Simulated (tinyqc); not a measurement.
Worked calculation: Debye-Callaway model of lattice thermal conductivity. Computed by tinyqc, a small Python program that keeps every step. Command: `OMP_NUM_THREADS=1 python tinyqc.py 3003406 3003407 out.jsonl callaway walk`. One thread of a shared host (Intel(R) Xeon(R) Processor @ 2.30GHz), about 0.01 s of CPU time with the checks. Intermediate numbers are printed to about 5 digits and carried at full precision; extremes and crossings named in words are read from the listed rows.

Three acoustic branches with one velocity v, cut at omega_D = k_B Theta/hbar; x = hbar omega/(k_B T). v and Theta are separate inputs: Theta cuts off the heat-carrying modes, so C need not reach 3 k_B/V. gamma is an effective value that sets the umklapp rate. Heat flows along the wire.

Inputs (values chosen for the exercise, for a model crystal):

| quantity | value | unit |
|---|---|---|
| sound velocity v | 6970 | m/s |
| Debye temperature Theta | 609 | K |
| volume per atom V | 27.3 | angstrom^3 |
| mean atomic mass M | 154 | u |
| effective Grueneisen parameter gamma | 1.53 | - |
| umklapp exponent divisor b | 2.5 | - |
| mass variance Gamma | 0.00089 | - |
| wire diameter D | 4.5 | micrometre |
| specularity p | 0 | - |
| normal-process factor f_N | 0.4 | - |
| temperature T | 200 | K |
| probe frequency omega/omega_D | 0.34 | - |

Sample: wire. Point defects: isotopes. Normal processes: included.

Constants: k_B = 1.380649e-23 J/K; hbar = 1.054571817e-34 J s; u = 1.6605390666e-27 kg.

## Mass-fluctuation parameter

Gamma is given directly by the isotope mixture. A = V Gamma/(4 pi v^3).

Gamma = 8.90e-04

Rayleigh coefficient A = 5.7101e-45 s^3

## Scattering rates at one frequency

Rates: point defects A omega^4; umklapp B omega^2 T exp(-Theta/(b T)) with B = hbar gamma^2/(M v^2 Theta); normal processes f_N B omega^2 T (T/Theta)^2. Boundaries: v/Lambda_B with Lambda_B = D (1 + p)/(1 - p). The resistive time is tau_R = 1/(boundary + point-defect + umklapp rates), and the free path is v tau_R.

omega = 2.7108e+13 rad/s

Rates:

| process | rate (1/s) | rate x tau_R |
|---|---|---|
| boundaries | 1.5489e+09 | 0.25597 |
| point defects | 3.0836e+09 | 0.50959 |
| umklapp | 1.4186e+09 | 0.23444 |
| normal | 2.0688e+08 | 0.034189 |

tau_R = 1.6526e-10 s

free path = 1151.9 nm

The strongest resistive process at this frequency: point defects, 51 % of the resistive rate.

## The integrand on a coarse grid

x runs in ten equal steps to min(Theta/T, 12); g = x^4 e^x/(e^x - 1)^2; tau_C is the inverse of all rates summed; the last column is c tau_C g with c = (k_B/(2 pi^2 v)) (k_B T/hbar)^3.

Integrand:

| x | g | tau_C (s) | c tau_C g (W/(m K)) |
|---|---|---|---|
| 0.3045 | 0.0920 | 5.8391e-10 | 96.78 |
| 0.6090 | 0.3596 | 4.0314e-10 | 261.18 |
| 0.9135 | 0.7788 | 2.1351e-10 | 299.56 |
| 1.2180 | 1.3130 | 1.0303e-10 | 243.69 |
| 1.5225 | 1.9177 | 5.1318e-11 | 177.29 |
| 1.8270 | 2.5460 | 2.7385e-11 | 125.61 |
| 2.1315 | 3.1532 | 1.5664e-11 | 88.98 |
| 2.4360 | 3.7009 | 9.5180e-12 | 63.46 |
| 2.7405 | 4.1599 | 6.0852e-12 | 45.60 |
| 3.0450 | 4.5111 | 4.0591e-12 | 32.99 |

Among these rows the integrand is largest at x = 0.91.

## Thermal conductivity

kappa_1 = c int tau_C g dx, g = x^4 e^x/(e^x - 1)^2, c = (k_B/(2 pi^2 v)) (k_B T/hbar)^3, over 0 < x < min(Theta/T, 40), by 96 Gauss-Legendre points in s with x = x_max s^2; 1/tau_C = 1/tau_R + 1/tau_N; kappa_2 = c [int (tau_C/tau_N) g dx]^2 / int (tau_C/(tau_N tau_R)) g dx; kappa = kappa_1 + kappa_2. Heat capacity C = 3 c int g dx / v^2; grey free path 3 kappa/(C v); the median free path v tau_C halves kappa_1 when the quadrature points are ordered by free path (each counted at half its weight, interpolated in the logarithm); likewise at 10 % and 90 %.

kappa_1 = 432.25 W/(m K)

kappa_2 = 2.5559 W/(m K)

kappa = 434.80 W/(m K)

heat capacity C = 6.8604e+05 J/(m^3 K)

grey free path = 272.79 nm

median free path = 891.12 nm

free path at 10 % of kappa_1 = 92.733 nm

free path at 90 % of kappa_1 = 3267.4 nm

The median free path is 3.3 times the grey one: a small share of the heat capacity, at low frequency, carries much of the heat. The middle 80 % of kappa_1 spans a factor 35 in free path. The Callaway term kappa_2 is 0.59 % of the total.

## Leaving out one process at a time

The formulas are those given above.

Conductivity at T:

| case | kappa (W/(m K)) | ratio to all |
|---|---|---|
| all processes | 434.80 | 1 |
| without point defects | 1664.7 | 3.8287 |
| without boundaries | 1094.4 | 2.5170 |
| without umklapp | 525.41 | 1.2084 |

Removing point defects raises kappa most, by a factor 3.83; removing umklapp gives only 1.21.

## Conductivity against temperature

The boundary limit is C v^2/(3 x boundary rate), with C = 3 c int g dx / v^2.

Kappa (W/(m K)):

| T (K) | all processes | without point defects | boundary limit |
|---|---|---|---|
| 6.1 | 0.85523 | 0.85719 | 0.85719 |
| 12 | 6.3347 | 6.5258 | 6.5258 |
| 21 | 29.490 | 34.974 | 34.974 |
| 37 | 104.13 | 191.11 | 191.24 |
| 61 | 227.33 | 803.84 | 833.78 |
| 100 | 363.64 | 1962.2 | 2821.8 |
| 180 | 437.76 | 1828.6 | 6562.7 |
| 300 | 384.34 | 1055.9 | 8984.8 |
| 490 | 278.90 | 560.30 | 10145 |
| 790 | 177.74 | 294.71 | 10627 |

kappa peaks among these rows at 180 K (T/Theta = 0.296) with 438 W/(m K). The exponent d ln kappa/d ln T is 2.96 at the cold end, the T^3 law of boundary scattering, and -0.94 at the hot end. The normal rate is taken to grow as T^3 at all T, which overstates it above Theta. Point defects cost most at 100 K, a factor 5.40.

Checks made by the program: heat capacity against the Debye function (relative difference below 1e-10).
